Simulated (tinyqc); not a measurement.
Worked calculation: CCSD on RHF in the 6-31g basis, for H3+, spin multiplicity 1. One step of it, computed by the program tinyqc.

Problem. Orthogonalisation. S = U s U^T; symmetric (Loewdin) form X = U s^(-1/2) U^T, so that X^T S X = 1.

overlap S:
```
,1H 1s,1H 2s,2H 1s,2H 2s,3H 1s,3H 2s
1H 1s,1.000000,0.658292,0.355369,0.465957,0.355369,0.465957
1H 2s,0.658292,1.000000,0.465957,0.808972,0.465957,0.808972
2H 1s,0.355369,0.465957,1.000000,0.658292,0.023971,0.165610
2H 2s,0.465957,0.808972,0.658292,1.000000,0.165610,0.428286
3H 1s,0.355369,0.465957,0.023971,0.165610,1.000000,0.658292
3H 2s,0.465957,0.808972,0.165610,0.428286,0.658292,1.000000
```

Give: eigenvalues of S; X.

Solution.

eigenvalues of S: 0.0360  0.2413  0.4479  0.5530  1.3064  3.4154

X:
```
,1H 1s,1H 2s,2H 1s,2H 2s,3H 1s,3H 2s
1H 1s,1.3050,-0.6299,-0.1204,0.1107,-0.1204,0.1107
1H 2s,-0.6299,3.5288,-0.0269,-1.4784,-0.0269,-1.4784
2H 1s,-0.1204,-0.0269,1.2757,-0.4740,0.0408,0.0630
2H 2s,0.1107,-1.4784,-0.4740,2.0890,0.0630,0.4134
3H 1s,-0.1204,-0.0269,0.0408,0.0630,1.2757,-0.4740
3H 2s,0.1107,-1.4784,0.0630,0.4134,-0.4740,2.0890
```
